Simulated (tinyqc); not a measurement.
Inside a calculation. Model: Gupta-type many-body potential for a metal. Computed by tinyqc, a small Python program that keeps every step. Command: `OMP_NUM_THREADS=1 python tinyqc.py 3015018 3015019 out.jsonl gupta walk`. One thread of a shared host (Intel(R) Xeon(R) Processor @ 2.30GHz), about 0.01 s of CPU time with the checks. Intermediate numbers are printed to about 7 digits and carried at full precision; extremes and crossings named in words are read from the listed rows.

E_i = sum_j A exp(-p (r_ij/r0 - 1)) - xi rho_i^gamma, with rho_i = sum_j exp(-2 q (r_ij/r0 - 1)); gamma = 1/2 is the tight-binding second-moment form. The crystal is fcc unless stated; d is the neighbour distance and a fixed number of shells is kept.

Inputs (values chosen for the exercise, modelled on gold): repulsion A = 0.21 eV; hopping xi = 1.77 eV; decay p = 10.5; decay q = 3.95; reference distance r0 = 2.884 angstrom; shells kept = 3; embedding exponent gamma = 0.5.

Surface: (100).

Constants: 1 eV/angstrom^3 = 160.2176634 GPa; 1 eV/angstrom^2 = 16.02176634 J/m^2.

## Equilibrium of the fcc crystal

fcc shells: d sqrt(k), k = 1..5, with 12, 6, 24, 12, 24 atoms; Omega = d^3/sqrt2. Equilibrium: dE/dd = 0; B = d^2 E''(d)/(9 Omega).

neighbour distance d = 2.917142 angstrom

lattice constant = 4.125461 angstrom

cohesive energy E_c = 3.680163 eV

bulk modulus B = 159.9414 GPa

## Shell terms at equilibrium

Repulsion and density of one neighbour in each shell, and their sums.

Shells:
```
shell  count  r (angstrom)  repulsion (eV)       density
1         12      2.917142    1.861301e-01  9.132154e-01
2          6      4.125461    2.286961e-03  3.335077e-02
3         24      5.052638    7.820528e-05  2.630864e-03
```

repulsive energy = 2.249160 eV

density rho = 11.22183

The band term is -xi rho^gamma = -5.9293 eV; with the repulsion it gives -E_c.

## Unrelaxed vacancy

Each neighbour j of the vacancy loses one repulsive term and one density term: E_v = sum_shells count x {-repulsion - xi [(rho - density)^gamma - rho^gamma]}. (The removed atom returns to a bulk-like site, so its own energy cancels.)

vacancy energy E_v = 0.7769679 eV

ratio E_v/E_c, E_c = xi rho^gamma less the repulsive energy = 0.2111232

A pair potential gives E_v = E_c; here the ratio is 0.21, as the remaining bonds of the neighbours strengthen when one is lost.

## Elastic constants

Second derivatives of E/Omega at equilibrium under homogeneous strain: e_xx = h gives C11; e_xx = -e_yy = h gives 2 (C11 - C12); e_xy = e_yx = h/2 gives C44.

C11 = 184.6492 GPa

C12 = 147.5876 GPa

C44 = 49.37427 GPa

Cauchy pressure C12 - C44 = 98.21330 GPa

C12/C44 = 2.99; pair forces would give 1. The excess comes from the curvature of the embedding term.

## The (100) surface

Cut the crystal without relaxation; an atom in layer l keeps the neighbours that lie below the surface plane. Excess = E_i + E_c. Surface energy = sum of excesses over the layers, divided by the area per surface atom: (sqrt3/2) d^2 for (111), d^2 for (100), sqrt2 d^2 for (110).

Layers:
```
layer  nearest neighbours  repulsion (eV)       rho  excess (eV)
1                       8        1.501414   7.50405    0.3329248
2                      12        2.246560  11.17796    0.0090026
```

excess per surface atom = 0.3419274 eV

surface energy = 0.6437677 J/m^2

## Three surfaces against bond counting

Bond counting with pair bonds charges E_c/12 for each missing nearest neighbour: 3, 4 and 6 per surface cell.

Surfaces:
```
face   missing bonds  excess (eV)  bond counting (eV)      ratio  surface energy (J/m^2)
(111)              3    0.2479735            0.920041  0.2695245               0.5391008
(100)              4    0.3419274            1.226721  0.2787328               0.6437677
(110)              6    0.5394125            1.840082  0.2931460               0.7181271
```

The order of surface energies is (111) < (100) < (110), with (110)/(111) = 1.332 against 1.225 from counting first-neighbour bonds. The excess is 0.27 to 0.29 of the bond-counting value: atoms with fewer neighbours have stronger bonds. Further shells enter the excess but not the count. Caution: relaxation, left out here, lowers surface energies. Caution: fitted second-moment potentials usually give surface energies well below measured ones.

## Energy against coordination

Nearest neighbours only, z equal bonds relaxed to their best length: r/r0 = 1 + ln[A p z^(1 - gamma)/(2 q gamma xi)]/(p - 2 q gamma), E = z A exp(-p (r/r0 - 1)) - xi [z exp(-2 q (r/r0 - 1))]^gamma.

Relaxed bonds:
```
z   r (angstrom)  E per atom (eV)   E/z (eV)
1       2.375902        -2.214382  -2.214382
2       2.528500        -2.540967  -1.270483
3       2.617764        -2.753902  -0.917967
4       2.681098        -2.915717  -0.728929
6       2.770363        -3.160056  -0.526676
8       2.833697        -3.345737  -0.418217
9       2.859627        -3.424871  -0.380541
12      2.922961        -3.626112  -0.302176
```

Bonds lengthen from 2.376 to 2.923 angstrom between z = 1 and 12, and |E| grows as z^0.198, the exponent gamma (p - 2q)/(p - 2 q gamma) = 0.198; pair bonds would give z^1 at a fixed length.

Checks made by the program: sum of the shell terms (relative difference below 1e-10); (C11 + 2 C12)/3 against B (relative difference 4e-10).
